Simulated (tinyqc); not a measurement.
Four-point probe, van der Pauw, Hall and spreading-resistance readings of a semiconductor layer: one step, computed by the program tinyqc. Command: `OMP_NUM_THREADS=1 python tinyqc.py 3112539 3112540 out.jsonl probe walk`. One thread of a shared host (Intel(R) Xeon(R) Processor @ 2.30GHz), about 0.01 s of CPU time with the checks.

The layer is uniform and ohmic; contacts are points unless a radius is given.

Question. Four-point voltage. Collinear probes with equal spacing on a layer with insulating backing: images at depth 2 m t give V = (rho I/(2 pi s)) G, G = 1 + 4 sum_(m>=1) [1/sqrt(1 + (2 m u)^2) - 1/sqrt(4 + (2 m u)^2)], u = t/s; the sum runs to m = 20000, with the tail 3/(32 u^3 M^2) added to the sum for M = 20000. Limits: thick, rho = 2 pi s V/I; thin on an insulator, rho = (pi/ln 2) t V/I.

Inputs (values chosen for the exercise, modelled on p-type silicon): layer thickness t = 1500 micrometre; probe spacing s = 0.635 mm; current I = 0.2 mA.

Backing of the layer: insulating.

resistivity rho = 0.4517922 ohm cm

Give: t/s; G; voltage V; rho by the thick formula; rho by the thin formula.

Answer.

t/s = 2.3622

G = 1.0598

voltage V = 0.24001 mV

rho by the thick formula = 0.47880 ohm cm

rho by the thin formula = 0.81587 ohm cm

The thick formula is off by +6.0 % and the thin one by +80.6 %.
